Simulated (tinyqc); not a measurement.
# Worked calculation: electron continuity equation in a given potential, Scharfetter-Gummel discretisation

Numbers from tinyqc (`OMP_NUM_THREADS=1 python tinyqc.py 2220059 2220060 out.jsonl`; about 0.01 s on one thread of a shared Intel Xeon 2.30GHz). Printed values are rounded.

Steady state in one dimension: J = q mu n E + q D dn/dx with E = -dpsi/dx and D = mu Vt, dJ/dx = 0, fixed densities nL and nR at the ends. The potential is given, psi = U x/L, and is not changed by the electrons.

Inputs (values chosen for the exercise); mobility close to that of gallium nitride at room temperature:
- T = 300 K (temperature)
- mu = 993 cm^2/(V s) (electron mobility)
- L = 0.53 um (length of the region)
- nL = 1.5e15 cm^-3 (density at x = 0)
- nR = 0 cm^-3 (density at x = L)
- U = 0.2 V (potential difference psi(L) - psi(0))

Constants: q = 1.602176634e-19 C, kB = 1.380649e-23 J/K, Vt = kB T/q. Results are converted to the units shown.

## Potential on the mesh

12 equal intervals, h = L/12; psi = U x/L.

psi, node 0 to 12 (V): [0.000000, 0.016667, 0.033333, 0.050000, 0.066667, 0.083333, 0.100000, 0.116667, 0.133333, 0.150000, 0.166667, 0.183333, 0.200000]

## Bernoulli factors

d_i = (psi_(i+1) - psi_i)/Vt; B(d) = d/(exp(d) - 1), B(0) = 1. The flux on interval i is J_i = (q D/h) [n_(i+1) B(d_i) - n_i B(-d_i)].

```
interval       d_i    B(d_i)  B(-d_i)
0         0.644695  0.712051  1.35675
1         0.644695  0.712051  1.35675
2         0.644695  0.712051  1.35675
3         0.644695  0.712051  1.35675
4         0.644695  0.712051  1.35675
5         0.644695  0.712051  1.35675
6         0.644695  0.712051  1.35675
7         0.644695  0.712051  1.35675
8         0.644695  0.712051  1.35675
9         0.644695  0.712051  1.35675
10        0.644695  0.712051  1.35675
11        0.644695  0.712051  1.35675
```

The largest |d_i| is 0.645, below 2, so central differences would also keep densities positive.

## Tridiagonal system for the inner nodes

Row i (1 to 11): B(-d_(i-1)) n_(i-1) + b_i n_i + B(d_i) n_(i+1) = f_i with b_i = -B(-d_i) - B(d_(i-1)) and f_i = 0; the known end values are moved to the right: f_1 loses B(-d_0) nL and f_11 loses B(d_11) nR. h = L/12, D = mu Vt.

```
node  diagonal b  right side f (cm^-3)
1       -2.06880           -2.03512e15
2       -2.06880                     0
3       -2.06880                     0
4       -2.06880                     0
5       -2.06880                     0
6       -2.06880                     0
7       -2.06880                     0
8       -2.06880                     0
9       -2.06880                     0
10      -2.06880                     0
11      -2.06880                     0
```

## Densities and current

B(d_i) and B(-d_i) are the Bernoulli factors of the potential steps, b and f the diagonal and right side. Solve B(-d_(i-1)) n_(i-1) + b_i n_i + B(d_i) n_(i+1) = f_i (end values already in f), then J_i = (q D/h) [n_(i+1) B(d_i) - n_i B(-d_i)], h = L/12, D = mu Vt.

n, node 0 to 12 (cm^-3): [1.5e15, 1.49941e15, 1.49828e15, 1.49612e15, 1.49202e15, 1.48420e15, 1.46930e15, 1.44090e15, 1.38681e15, 1.28373e15, 1.08732e15, 7.13078e14, 0]
J, interval 0 to 11 (A/cm^2): [-900.938, -900.938, -900.938, -900.938, -900.938, -900.938, -900.938, -900.938, -900.938, -900.938, -900.938, -900.938]

Without sources J is the same on every interval. A mesh 200 times finer gives the same densities: for a potential that is linear on each interval and no sources the scheme is exact.
